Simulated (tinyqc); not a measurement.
Threshold and carrier lifetime from two turn-on delays.

Inverse problem. With a constant carrier lifetime tau, a current step from 0 to I reaches threshold after td = tau ln(I/(I - Ith)). Find Ith and tau.

turn-on delay for steps from 0 to 37 and to 75 mA (ns): 1.3512135  0.48655813

Solution. The ratio of the delays holds no tau and rises steadily with Ith, so it has one root below the smaller current.

Ith = 25.0 mA
tau = 1.20 ns

Computed by the program tinyqc: `OMP_NUM_THREADS=1 python tinyqc.py 2840046 2840047 out.jsonl`, one thread of a shared Intel Xeon 2.30GHz, about 0.01 s for the whole run.
